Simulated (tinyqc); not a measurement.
Binding against position: donor or exciton in a quantum well (variational effective-mass method). Computed by tinyqc, a small Python program. Command: `OMP_NUM_THREADS=1 python tinyqc.py 3012438 3012439 out.jsonl welldonor walk`. One thread of a shared host (Intel(R) Xeon(R) Processor @ 2.30GHz), about 0.05 s of CPU time with the checks.

H = -nabla^2 - 2/|r - r_i| + V(z) in effective units; trial function psi = f(z) exp(-|r - r_i|/lambda), f the ground state of the well. Mass and screening are the same in well and barrier; l = L/a* is the width in effective units. Bands are flat: no polarisation or applied field.

Inputs (values chosen for the exercise, modelled on beta-Ga2O3): electron mass m = 0.276 m_0; dielectric constant eps = 10.1; well width L = 2.3 nm.

Centre: donor. Barriers: infinite.

Constants: Ry = 13.605693123 eV; a_0 = 0.529177210903 angstrom.

Method:
- Ry* = Ry m/eps^2, a* = a_0 eps/m; l = L/a*.
- k = pi/l; f = cos(k z) inside and zero outside; subband energy k^2 Ry*.
- Binding E_b(lambda) = -1/lambda^2 + 4 A/(lambda B), with A = int f^2 exp(-2 s/lambda) dz, B = int f^2 exp(-2 s/lambda)(1 + 2 s/lambda) dz and s = |z - z_i|; 40 Gauss-Legendre points on each piece between the walls at z = -l/2 and l/2 and z_i.
- Each row maximises over lambda (golden section, 0.3 to 4).

l = 1.18772

Ry* = 36.8118 meV

Against position:

| z_i/L | lambda (a*) | binding (Ry*) | binding (meV) |
|---|---|---|---|
| 0.0 | 0.8434 | 2.1268 | 78.293 |
| 0.1 | 0.8629 | 2.0469 | 75.348 |
| 0.2 | 0.9286 | 1.8324 | 67.453 |
| 0.3 | 1.0539 | 1.5565 | 57.297 |
| 0.4 | 1.2276 | 1.3049 | 48.037 |
| 0.5 | 1.4070 | 1.1177 | 41.143 |

What follows from these numbers?

From the centre to the wall the binding falls from 78.293 to 41.143 meV, 53 % of the centre value, since the walls keep the electron away from an off-centre ion; uniform doping thus gives a band of levels 37.150 meV wide, with a peak in its density at the centre value, where the slope vanishes. Caution: so narrow a well has large confinement energy, where non-parabolicity and barrier penetration matter.

Extremes, crossings and ranges named in words are read from the listed rows.
